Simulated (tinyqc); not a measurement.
# Raman shift of the zone-centre optical phonon of a diamond-structure crystal under stress, step by step

A worked calculation. Computed by tinyqc, a small Python program that keeps every step. Command: `OMP_NUM_THREADS=1 python tinyqc.py 3023475 3023476 out.jsonl ramanstress walk`. One thread of a shared host (Intel(R) Xeon(R) Processor @ 2.30GHz), about 0.01 s of CPU time with the checks. Intermediate numbers are printed to about 7 digits and carried at full precision; extremes and crossings named in words are read from the listed rows.

Axes x, y, z are the cube axes. Strain shifts the threefold optical mode and can split it; p, q and r are the phonon deformation potentials.

Inputs (values chosen for the exercise, for a model crystal): unstrained frequency omega_0 = 368 1/cm; p/omega_0^2 = -2.39; q/omega_0^2 = -1.95; r/omega_0^2 = -0.852; C11 = 162 GPa; C12 = 73.9 GPa; C44 = 82.8 GPa; stress sigma (tension positive) = -0.65 GPa; polarisation angle phi = 60 degree; temperature coefficient d omega/dT = -0.027 1/(cm K); local temperature T = 330 K; laser wavelength = 514.5 nm.

Stress state: hydrostatic. Axis: none.

Constants: h = 6.62607015e-34 J s; c = 299792458 m/s; k_B = 1.380649e-23 J/K.

## Compliances

S11 = (C11 + C12)/D, S12 = -C12/D, D = (C11 - C12)(C11 + 2 C12), S44 = 1/C44.

S11 = 8.643122 1/TPa

S12 = -2.707616 1/TPa

S44 = 12.07729 1/TPa

## Stress and strain tensors

Hydrostatic stress: sigma_ij = sigma delta_ij. eps_xx = S11 sigma_xx + S12 (sigma_yy + sigma_zz), and cyclic; eps_xy = S44 sigma_xy/2 (tensor strain).

stress (GPa), rows x, y, z:
$$\begin{pmatrix}
-0.65 & 0.00 & 0.00 \\
0.00 & -0.65 & 0.00 \\
0.00 & 0.00 & -0.65
\end{pmatrix}$$

strain (per mille), rows x, y, z:
$$\begin{pmatrix}
-2.098128 & 0.000000 & 0.000000 \\
0.000000 & -2.098128 & 0.000000 \\
0.000000 & 0.000000 & -2.098128
\end{pmatrix}$$

volume strain = -6.294383 per mille

## Secular matrix and shifts

Secular matrix: M_xx = p eps_xx + q (eps_yy + eps_zz), M_xy = 2 r eps_xy; its eigenvalues are omega^2 - omega_0^2, and the shifts are these over 2 omega_0.

M/(2 omega_0) (1/cm), rows x, y, z:
$$\begin{pmatrix}
2.428289 & 0.000000 & 0.000000 \\
0.000000 & 2.428289 & 0.000000 \\
0.000000 & 0.000000 & 2.428289
\end{pmatrix}$$

shifts, in rising order (1/cm): [2.428289, 2.428289, 2.428289]

The three modes stay degenerate. Compression hardens every mode.

## Mean shift and Grueneisen parameter

gamma = -(p + 2q)/(6 omega_0^2); the mean of the three shifts is -gamma omega_0 x (volume strain).

mode Grueneisen parameter gamma = 1.048333

mean shift = 2.428289 1/cm

## The line seen from a (001) surface

Backscattering from a (001) surface: incident polarisation (cos phi, sin phi, 0). With Raman tensors (R_z)_xy = (R_z)_yx = 1 and cyclic, only the z component u_z of a mode counts: I = u_z^2 sin^2(2 phi) for parallel and u_z^2 cos^2(2 phi) for crossed polarisers. An unresolved line sits at the intensity-weighted shift, which is M_zz/(2 omega_0).

total intensity, parallel = 0.75

total intensity, crossed = 0.25

shift of the observed line = 2.428289 1/cm

shift per stress = -3.735830 1/(cm GPa)

stress per shift = -267.6782 MPa cm

The z-polarised mode is an eigenmode here, so one line is seen. Caution: this stress has components normal to the (001) face, so it cannot reach a free (001) surface; it can act on buried material.

## The same stress in different states

Uniaxial: sigma n n^T; biaxial: sigma (1 - n n^T); hydrostatic: sigma 1. The line seen from (001) is taken as unresolved, at the intensity-weighted shift M_zz/(2 omega_0).

Shifts (1/cm):
```
state                    lowest    middle   highest  line seen from (001)
uniaxial [100]         0.610323  0.610323  1.207644              0.610323
uniaxial [110]         0.293650  0.610323  1.524317              0.610323
uniaxial [001]         0.610323  0.610323  1.207644              1.207644
uniaxial [111]         0.399208  0.399208  1.629874              0.809430
biaxial, normal [001]  1.220645  1.817967  1.817967              1.220645
biaxial, normal [111]  0.798415  2.029082  2.029082              1.618859
hydrostatic            2.428289  2.428289  2.428289              2.428289
```

Seen from (001), uniaxial stress along [100] and along [110] give the same shift (0.610), and equal biaxial stress in the plane gives twice as much (1.221), since only sigma_xx + sigma_yy and sigma_zz enter M_zz. Stress along [001] gives 1.208. One measured shift therefore fixes the stress only once its state is assumed: read as uniaxial in the plane, a shift implies twice the stress that it does read as biaxial.

## Heating mistaken for stress

A temperature above 300 K shifts the line by (d omega/dT)(T - 300 K); divided by the shift per stress it poses as a stress; the total shift adds it to the shift of the observed line. The anti-Stokes to Stokes ratio is [(omega_L + omega_0)/(omega_L - omega_0)]^3 exp(-h c omega_0/(k_B T)) in photon counts, omega_L = 1/wavelength, resonance effects left out.

thermal shift = -0.81 1/cm

apparent stress from heating = 0.2168193 GPa

total shift = 1.618289 1/cm

anti-Stokes/Stokes ratio = 0.2251836

Heating poses as tension, 33 % of the true stress in size; the intensity ratio gives T apart from the shift.

Checks made by the program: mean of the eigenvalues against the trace rule (relative difference below 1e-10); weighted mean of the modes against M_zz (relative difference below 1e-10).
